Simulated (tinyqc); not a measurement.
Penn model of the dielectric constant and Phillips ionicity: sweeps and comparisons. A value that a table varies takes the place of the one given here.

n = 32/a^3; Ep^2 = 8 pi c e2 n with c = hbar^2/2m0, e2 = e^2/(4 pi eps0); EF = c (3 pi^2 n)^(2/3); eps = 1 + (Ep/Eg)^2 S with S = 1 - Eg/(4 EF) + (Eg/(4 EF))^2/3, Eg the Penn gap. Core d shells are left out.

Phillips: bond length d = sqrt(3) a/4; homopolar gap Eh = 39.74 d^(-2.48) eV (d in angstrom); Eg^2 = Eh^2 + C^2; ionicity fi = C^2/Eg^2.

Constants: hbar^2/2m0 = 3.80998211 eV angstrom^2; e^2/(4 pi eps0) = 14.39964547 eV angstrom.

Values chosen for the exercise (out of a larger set: near those of Si; not measured data):
```
symbol  value  unit      meaning
a       5.438  angstrom  cubic lattice constant, 32 valence electrons a cell
C0      0      eV        ionic gap, held fixed
ei      12.35            high-frequency dielectric constant
```

## Dielectric constant under pressure

The lattice constant is scaled by the factor listed; C = C0.

Results:
```
factor  Eh (eV)  Eg (eV)  Ep (eV)     eps     fi
0.94      5.539    5.539   18.175  10.741  0.000
0.96      5.258    5.258   17.610  11.161  0.000
0.98      4.995    4.995   17.074  11.591  0.000
0.99      4.871    4.871   16.816  11.809  0.000
1.00      4.751    4.751   16.564  12.029  0.000
1.01      4.636    4.636   16.319  12.252  0.000
1.02      4.524    4.524   16.080  12.476  0.000
1.04      4.311    4.311   15.618  12.932  0.000
```

How do the results move?

d ln eps/d ln a = +1.84 around factor 1: eps falls under compression. Ep^2 goes as a^-3 and Eh^2 as a^-4.96; with C fixed Eg^2 goes as a^-4.96 at fi = 0.000, and leaving S aside the two powers balance at fi = 0.395. The slope is a difference of two powers and the model omits d shells and any change of C, so it is no prediction for a real crystal; eps from C0 (row 1.00) need not match a measured ei.

## What moves the Penn gap and the ionicity

Eg from ei; fi = 1 - (Eh/Eg)^2, printed even where negative. Each row changes one parameter from the base and keeps the others.

Results:
```
case                Ep (eV)  Eg (eV)  Eh (eV)      fi
base                 16.564    4.687    4.751  -0.028
a = 5.547 angstrom   16.078    4.547    4.523   0.011
ei = 11.12           16.564    4.950    4.751   0.079
```

How do the results move?

The largest shifts from the base row, up to three for each result and ties (the steps differ in size, so this ranks the rows, not the parameters). Ep (eV): a -0.486; unchanged at the printed digits by ei. Eg (eV): ei +0.263, a -0.140. Eh (eV): a -0.228; unchanged at the printed digits by ei. fi: ei +0.106, a +0.038. For an elemental crystal fi should vanish; the values measure the misfit of the rule for Eh.

tinyqc: `OMP_NUM_THREADS=1 python tinyqc.py 1680860 1680861 out.jsonl`; about 0.01 s, one thread, shared Intel(R) Xeon(R) Processor @ 2.30GHz.
